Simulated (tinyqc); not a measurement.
# Fully depleted semiconductor-on-insulator film with two gates, non-linear Poisson equation by Newton steps: two studies

One dimension across the film, front interface at x = 0, back interface at x = ts. psi is counted from the intrinsic level, n = ni exp(psi/Vt) (source grounded), holes neglected, acceptors ionised. Gates act through Cox = eps0 eox/tox and Cbox = 3.9 eps0/tb with potentials G1 = Vg - (phiM - chi - Vt ln(Nc/ni)) and G2 = Vb - (phiB - chi - Vt ln(Nc/ni)). Classical Boltzmann densities, no interface charge, no depletion in the back plane.

Parameters, values chosen for the exercise; band and dielectric values close to those of silicon:
```
symbol,value,unit,meaning
T,300,K,temperature
Eg,1.11,eV,band gap
eps_r,11.5,,relative permittivity
Nc,2.85e19,cm^-3,conduction-band density of states at T
Nv,2.69e19,cm^-3,valence-band density of states at T
chi,3.97,eV,electron affinity
eox,3.9,,relative permittivity of the gate insulator (close to silicon dioxide)
tox,3.1,nm,insulator thickness
ts,5.9,nm,film thickness
tb,13,nm,buried-oxide thickness (eps_r 3.9)
Na,1e15,cm^-3,acceptor density of the film
phiM,4.18,eV,work function of the front gate
phiB,4.02,eV,work function of the back plane
Vb,0,V,back-gate voltage
```

Constants: q = 1.602176634e-19 C, kB = 1.380649e-23 J/K, Vt = kB T/q, eps0 = 8.8541878128e-14 F/cm where lengths are in cm. Results are converted to the units shown.

Each table varies one quantity; the others keep the values above.

## Charge against front-gate voltage

ni = sqrt(Nc Nv) exp(-Eg/(2 Vt)), Eg in volts. The Poisson equation eps0 eps_r d2psi/dx2 = q (n + Na), with -eps0 eps_r dpsi/dx = Cox (G1 - psi) at x = 0 and eps0 eps_r dpsi/dx = Cbox (G2 - psi) at x = ts, is solved on 300 equal intervals with half boxes at both ends; N_inv is the trapezoid sum of n. Swing = ln 10/(d ln N_inv/dVg); the last column is (dN_inv/dVb)/(dN_inv/dVg).

Charge against front-gate voltage:
```
Vg (V)	psi front (V)	psi back (V)	N_inv (cm^-2)	centroid/ts	swing (mV/decade)	q dN_inv/dVg over Cox	back/front leverage
-0.33	0.0996	0.154	1.24e6	0.663	78.8	5.22e-6	0.324
-0.18	0.224	0.261	1.01e8	0.617	78.3	4.27e-4	0.315
-0.03	0.347	0.368	8.11e9	0.566	81.0	0.0332	0.305
0.12	0.447	0.446	2.29e11	0.496	165	0.458	0.289
0.27	0.498	0.470	8.76e11	0.408	397	0.731	0.268
0.42	0.528	0.479	1.70e12	0.338	677	0.831	0.255
0.57	0.548	0.483	2.59e12	0.288	976	0.879	0.247
0.72	0.564	0.485	3.52e12	0.251	1.29e3	0.907	0.242
0.87	0.576	0.486	4.48e12	0.223	1.60e3	0.925	0.239
```

Read the table: what changes, and by how much?

N_inv passes 1e11 cm^-2 at Vg = 0.0704 V. The swing starts at 78.8 mV a decade, against (1 + k) Vt ln 10 = 71.8 for a front channel with k = Cs Cbox/(Cox (Cs + Cbox)) = 0.207, Cs = eps0 eps_r/ts; above threshold this column is no longer a subthreshold swing. The centroid falls from 0.663 to 0.223 of ts and the leverage of the back gate falls from 0.324 to 0.239. For Vg = 0.42, 0.57, 0.72, 0.87 the density at an interface exceeds 0.3 Nc, where Boltzmann statistics fail. In every row the classical centroid lies within 3 nm of an interface, where confinement, left out, would push it away.

## Threshold and coupling against the back-gate voltage

VT is the Vg for N_inv = 1e11 cm^-2; -dVT/dVb from the linearised equation. Limits with Cs = eps0 eps_r/ts: front channel Cs Cbox/(Cox (Cs + Cbox)), back channel Cbox (Cox + Cs)/(Cox Cs). Swing at N_inv = 1e8 cm^-2.

The same in every row: front-channel limit = 0.207; back-channel limit = 0.392.

Threshold and coupling against the back-gate voltage:
```
Vb (V)	VT (V)	centroid/ts at VT	-dVT/dVb	swing (mV/decade)
-3	0.780	0.0645	0.217	72.5
-2.25	0.616	0.0862	0.221	72.8
-1.5	0.449	0.130	0.228	73.3
-0.75	0.272	0.244	0.247	74.9
0	0.0704	0.523	0.296	78.3
0.75	-0.172	0.788	0.347	80.8
1.5	-0.442	0.887	0.368	81.7
2.25	-0.721	0.924	0.376	82.1
3	-1.01	0.943	0.380	82.3
```

Read the table: what changes, and by how much?

As Vb goes from -3 to 3, VT falls from 0.780 to -1.01 V, the centroid rises from 0.0645 to 0.943 of ts and -dVT/dVb rises from 0.217 to 0.380. The coupling covers 5.62 % of the way from the front-channel to the back-channel limit in the first row and 93.5 % in the last. A positive back bias draws the electrons to the back interface, where the back gate has more leverage and the front gate less, so the swing worsens.

Range of the model: In so thin a film or at such density quantum confinement moves the charge away from the interfaces and raises the threshold.

Program tinyqc, `OMP_NUM_THREADS=1 python tinyqc.py 2190134 2190135 out.jsonl`; Intel Xeon 2.30GHz, shared host, one thread, about 0.6 s.
